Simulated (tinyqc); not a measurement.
What moves the results: heterojunction of two tight-binding chains. A value that a table varies takes the place of the one given here.

Left chain: hopping -t1, sites at 2 t1 (band bottom 0). Right chain: hopping -t2, sites at dE + 2 t2 (bottom dE). t = c/(m a^2), c = hbar^2/2m0. The bond across the interface is -tc with tc = f sqrt(t1 t2), and the last left site has the extra energy U. In a chain E = bottom + 2t (1 - cos(ka)); the surface Green function of a half chain is g = -exp(ika)/t, with Im k > 0 where cos(ka) > 1.

Constants: hbar^2/2m0 = 3.80998211 eV angstrom^2.

Inputs chosen for the exercise (masses and offset of the size met at Si / SiGe; shifted at random, so the results belong to these values and not to a real crystal):

| symbol | value | unit | meaning |
|---|---|---|---|
| a | 2.8 | angstrom | site spacing |
| m1 | 0.192 | m0 | mass on the left |
| m2 | 0.192 | m0 | mass on the right |
| dE | 0.12 | eV | band offset |
| f | 0.91 |  | factor on the interface hopping |
| U | 0.35 | eV | extra energy on the last left site |
| E | 0.14 | eV | electron energy |

## Transmission against energy, and which matching rule a chain obeys

Chain A is the junction as given; chain B has tc = sqrt(t1 t2) and U = 0; chain C has tc = t2 and U = t2 - t1, the finite-difference form of -d/dx (c/m) d/dx. Continuum formulas T = 4 x y/(x + y)^2 with parabolic k: x, y = k/m on each side (BenDaniel-Duke) or x, y = k (slope continuous).

T:

| E - dE (eV) | E (eV) | chain A | chain B | chain C | k/m matched | k matched |
|---|---|---|---|---|---|---|
| 0.002 | 0.122 | 0.1448 | 0.4006 | 0.4006 | 0.4025 | 0.4025 |
| 0.005 | 0.125 | 0.2191 | 0.5533 | 0.5533 | 0.5556 | 0.5556 |
| 0.010 | 0.130 | 0.2952 | 0.6776 | 0.6776 | 0.6799 | 0.6799 |
| 0.020 | 0.140 | 0.3904 | 0.7941 | 0.7941 | 0.7962 | 0.7962 |
| 0.050 | 0.170 | 0.5418 | 0.9103 | 0.9103 | 0.9119 | 0.9119 |
| 0.100 | 0.220 | 0.6645 | 0.9610 | 0.9610 | 0.9621 | 0.9621 |
| 0.200 | 0.320 | 0.7772 | 0.9856 | 0.9856 | 0.9863 | 0.9863 |
| 0.400 | 0.520 | 0.8654 | 0.9953 | 0.9953 | 0.9957 | 0.9957 |

What does this show, and why?

Chain C follows the k/m rule within 0.0023 and chain B the plain k rule within 0.0023, while the two rules differ by up to 0.0000: in B the self-energy of the right side is -t1 exp(i k2 a), so only k2 enters, and in C it is -t2 exp(i k2 a), which carries 1/m2. Chain A, with f = 0.91 and U = 0.35 eV, has an interface term of its own and lies up to 0.4037 from B and 0.4037 from C.

## When the interface binds a state

A state below both bands solves E - 2 t1 - U - S1(E) - S2(E) = 0 for E < 0, with S1 = -t1 z1, S2 = -(tc^2/t2) z2 and |z| < 1 the decaying root of z + 1/z = 2 - (E - bottom)/t. Decay lengths -a/ln|z|. The threshold is the U that solves the equation at E = 0. A dash: no bound state.

Interface state:

| U (eV) | E (eV) | decay left (angstrom) | decay right (angstrom) |
|---|---|---|---|
| -0.25 | - | - | - |
| -0.51 | - | - | - |
| -0.76 | - | - | - |
| -0.93 | -0.0026 | 88.2 | 12.8 |
| -1.10 | -0.0189 | 32.4 | 12.0 |
| -1.35 | -0.0609 | 18.1 | 10.5 |
| -1.69 | -0.1436 | 11.8 | 8.7 |
| -2.53 | -0.4469 | 6.7 | 6.0 |

threshold U = -0.8445 eV

What does this show, and why?

The step and the weakened interface bond push the state out, so an attraction must exceed 0.8445 eV to bind; 5 of the 8 rows are bound. At U = -2.53 eV the state decays over 6.7 angstrom to the left and 6.0 to the right, where the band lies higher.

## What each parameter does

T = 4 Im(S1) Im(S2) |G|^2 with G = 1/(E - 2 t1 - U - S1 - S2), S1 = -t1 exp(i k1 a), S2 = -(tc^2/t2) exp(i k2 a). Each row changes one parameter from the base and keeps the others.

Results:

| case | T | k1 a | k2 a |
|---|---|---|---|
| base | 0.3904 | 0.2357 | 0.0889 |
| m1 = 0.2304 m0 | 0.3701 | 0.2584 | 0.0889 |
| m2 = 0.2304 m0 | 0.4164 | 0.2357 | 0.0974 |
| dE = 0.07 eV | 0.5726 | 0.2357 | 0.1665 |
| f = 0.819 | 0.1975 | 0.2357 | 0.0889 |
| U = 0.55 eV | 0.3021 | 0.2357 | 0.0889 |
| a = 2.24 angstrom | 0.3659 | 0.1884 | 0.0711 |

What can be read from the table?

The largest shifts from the base row, up to three for each result and ties (the steps differ in size, so this ranks the rows, not the parameters). T: f -0.1929, dE +0.1822, U -0.0883. k1 a: a -0.0473, m1 +0.0226; unchanged at the printed digits by m2, dE, f and U. k2 a: dE +0.0776, a -0.0178, m2 +0.0085; unchanged at the printed digits by m1, f and U.

Run: tinyqc, `OMP_NUM_THREADS=1 python tinyqc.py 1451502 1451503 out.jsonl`; Intel(R) Xeon(R) Processor @ 2.30GHz, one thread, shared host; about 0.01 s of CPU time with all checks.
